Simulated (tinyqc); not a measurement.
# Junction parameters from two forward currents

Inverse problem. D(v) = J1 (exp(v/Vt) - 1) + J2 (exp(v/(2 Vt)) - 1). Find J1, J2 and the voltage 2 Vt ln(J2/J1) near which both parts are equal.

Parameters, values chosen for the exercise:
- T = 358 K (temperature)

Constants: q = 1.602176634e-19 C, kB = 1.380649e-23 J/K, Vt = kB T/q. Results are converted to the units shown.

junction voltages (V): 0.31  0.67
currents (uA/um): 1.4848220e-6  0.0010233155

Solution. The current is linear in J1 and J2, so two points give two equations.

J1 = 1.900e-13 uA/um
J2 = 9.800e-9 uA/um
crossover = 0.6695 V

tinyqc, about 0.2 s, one thread, Intel Xeon 2.30GHz (shared host): `OMP_NUM_THREADS=1 python tinyqc.py 2182131 2182132 out.jsonl`
